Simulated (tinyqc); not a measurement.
# Thin-film transistor with exponential tail and deep states, accumulation layer: effect of the characteristic temperature of the tail

An undoped film in accumulation, thicker than the space-charge layer. With band bending psi the Fermi level lies E0 - psi below the band edge. Free electrons n = n0 exp(psi/Vt) carry the current; electrons in two exponential distributions of traps, a = a0 exp(psi/Va) and d = d0 exp(psi/Vp), do not. Linear regime, ohmic contacts, traps in equilibrium.

Va = kB Tt/q, Vp = kB Td/q; n0 = Nc exp(-E0/Vt), a0 = Nt th(T/Tt) exp(-E0/Va), d0 = Nd th(T/Td) exp(-E0/Vp), th(x) = pi x/sin(pi x). G(psi) = sum over the three kinds of c0 [V (exp(psi/V) - 1) - psi], field F = sqrt(2 q G/(eps0 eps_r)); Vg = psi + eps0 eps_r F/Ci at the surface. Total charge Q = Ci (Vg - psi_s); free charge Qf = q times the integral of n0 (exp(psi/Vt) - 1)/F over psi from 0 to psi_s; I = (W/L) mb Qf Vd; effective mobility mb Qf/Q.

Inputs (values chosen for the exercise); values close to those of amorphous indium gallium zinc oxide: temperature T = 300 K; relative permittivity of the semiconductor eps_r = 10; density of extended states Nc = 3.9e18 cm^-3; band mobility mb = 20 cm^2/(V s); total density of tail states Nt = 5e18 cm^-3; total density of deep states Nd = 8e16 cm^-3; characteristic temperature of the deep states Td = 2160 K; bulk Fermi level below the band edge E0 = 0.52 eV; gate capacitance Ci = 20 nF/cm^2; ratio W/L WL = 5; drain voltage Vd = 0.05 V; gate voltage above flat band Vg = 9.3 V.

Constants: q = 1.602176634e-19 C, kB = 1.380649e-23 J/K, Vt = kB T/q, eps0 = 8.8541878128e-14 F/cm where lengths are in cm. Results are converted to the units shown.

Effect of the characteristic temperature of the tail:
```
Tt (K)  E0 - psi_s (eV)  Q (nC/cm^2)  free share (%)  effective mobility (cm^2/(V s))  I (nA)
380             0.06385        176.9           5.929                            1.186   52.43
420             0.06212        176.8           6.117                            1.223   54.08
460             0.06285        176.9           5.763                            1.153   50.96
500             0.06496        176.9           5.169                            1.034   45.72
540             0.06796        177.0           4.490                           0.8981   39.73
580             0.07163        177.0           3.812                           0.7624   33.74
620             0.07581        177.1           3.179                           0.6359   28.16
660             0.08042        177.2           2.614                           0.5228   23.16
```

Read the table: what changes, and by how much?

As Tt goes from 380 to 660 K, the free share goes from 5.93 through a maximum of 6.12 (at Tt = 420 K among the rows listed) to 2.61 %, the distance of the Fermi level from the edge goes from 0.0638 through a minimum of 0.0621 (at Tt = 420 K among the rows listed) to 0.0804 eV and the current goes from 52.4 through a maximum of 54.1 (at Tt = 420 K among the rows listed) to 23.2 nA. Q varies by only 0.21 %: the gate sets the charge, the traps decide how much of it moves. For Tt = 380 to 620 K the th form, which assumes a Fermi level far below the edge, overcounts the filled tail at the surface by more than 15 %.

Computed by the program tinyqc: `OMP_NUM_THREADS=1 python tinyqc.py 2610130 2610131 out.jsonl`, one thread of a shared Intel Xeon 2.30GHz, about 0.01 s for the whole run.
